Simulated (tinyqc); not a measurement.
Through the transition: BHZ model on a square lattice (one spin block).

h(k) = e0 + d.s with s the Pauli matrices in the basis (E, H), k in units of 1/a: dx = (A/a) sin kx, dy = (A/a) sin ky, dz = M - (2B/a^2)(2 - cos kx - cos ky), e0 = -(2D/a^2)(2 - cos kx - cos ky). The other spin block is h*(-k). For small k this is the continuum model with dz = M - B k^2.

Values chosen for the exercise (of the size used for thin Bi2Se3 films; the results hold for these values, not for the real material): A = 2.61 eV angstrom; B = -16.4 eV angstrom^2; D = -4.8 eV angstrom^2; a = 8 angstrom (grid spacing).

M is varied. Direct gap at Gamma 2|M|; smallest direct gap on kx = 0 to 1 in steps of 0.01; nu = 1 for M/B > 0, else 0; middle gap of a ribbon of 40 rows at kx = 0 (block (A/a) sy/(2i) + (B/a^2) sz + D/a^2 between rows, hard walls).

Against M (meV):
```
M    2|M|  smallest direct gap  nu  ribbon gap
-40  80.0                80.00   1       0.856
-25  50.0                50.00   1       4.226
-15  30.0                30.00   1       9.958
-8   16.0                16.00   1      16.301
-3    6.0                 6.00   1      21.995
3     6.0                 6.00   0      29.923
8    16.0                16.00   0      37.266
15   30.0                30.00   0      48.387
30   60.0                60.00   0      74.344
```

What does the comparison show, and why?

With B < 0, negative M is inverted. There edge states cross the bulk gap: the ribbon gap is 4.226 against 50.0 meV at M = -25 meV, and 21.995 against 6.0 at -3 meV, where the edge states overlap across the whole ribbon and confinement rules, while for positive M confinement raises it above 2|M| (48.39 against 30 meV at M = 15 meV). The smallest direct gap stays at Gamma on all rows.

Run: tinyqc, `OMP_NUM_THREADS=1 python tinyqc.py 1450236 1450237 out.jsonl`; Intel(R) Xeon(R) Processor @ 2.30GHz, one thread, shared host; about 0.1 s of CPU time with all checks.
